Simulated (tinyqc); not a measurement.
Changing the electron mass m: hydrogenic impurity: series, fields, screening, photoionisation and donor-acceptor pairs. Computed by tinyqc, a small Python program. Command: `OMP_NUM_THREADS=1 python tinyqc.py 3023587 3023588 out.jsonl hydrogenic sweep`. One thread of a shared host (Intel(R) Xeon(R) Processor @ 2.30GHz), about 0.01 s of CPU time with the checks.

One isotropic, parabolic band. Effective units: Ry* and a*, in which H = -nabla^2 - 2/r.

Inputs (values chosen for the exercise, modelled on GaAs): dielectric constant eps = 13.1; donor density N = 8.5e+13 cm^-3.

Parts treated: electric field and pairs.

Constants: Ry = 13.605693123 eV; a_0 = 0.529177210903 angstrom; h x 1 THz = 4.135667696 meV.

Method. Ry* = Ry m/eps^2, a* = a_0 eps/m; level n is bound by Ry*/n^2; <r> = (3/2) a* in 1s; lines 1s -> np at Ry* (1 - 1/n^2); 1 THz = 4.135667696 meV. Wigner-Seitz radius r_s = (3/(4 pi N))^(1/3); Mott criterion N_c^(1/3) a* = 0.26; overlap of two 1s orbitals at distance d: S = exp(-x)(1 + x + x^2/3), x = d/a*, with d = N^(-1/3).

One run for each value:

| electron mass m (m_0) | Ry* (meV) | a* (angstrom) | Mott density (cm^-3) | overlap S |
|---|---|---|---|---|
| 0.016 | 1.269 | 433.26 | 2.1610e+14 | 8.1044e-02 |
| 0.024 | 1.903 | 288.84 | 7.2935e+14 | 1.1240e-02 |
| 0.036 | 2.854 | 192.56 | 2.4616e+15 | 4.4019e-04 |
| 0.053 | 4.202 | 130.80 | 7.8547e+15 | 3.3453e-06 |
| 0.079 | 6.263 | 87.75 | 2.6013e+16 | 1.3900e-09 |
| 0.120 | 9.514 | 57.77 | 9.1169e+16 | 4.4419e-15 |
| 0.170 | 13.478 | 40.78 | 2.5921e+17 | 6.5506e-22 |
| 0.260 | 20.613 | 26.66 | 9.2731e+17 | 2.2575e-34 |

Over the rows, Ry* (meV) rises from 1.27 to 20.6 (exponent d ln y / d ln x about 1.00 throughout); a* (angstrom) falls from 433 to 26.7 (exponent d ln y / d ln x about -1.0 throughout); Mott density (cm^-3) rises from 2.16e14 to 9.27e17 (exponent d ln y / d ln x about 3.0 throughout). The exponent of Ry* stays at 1: Ry* = Ry m/eps^2. The exponent of Mott density stays at 3: the Mott density goes as a*^-3.
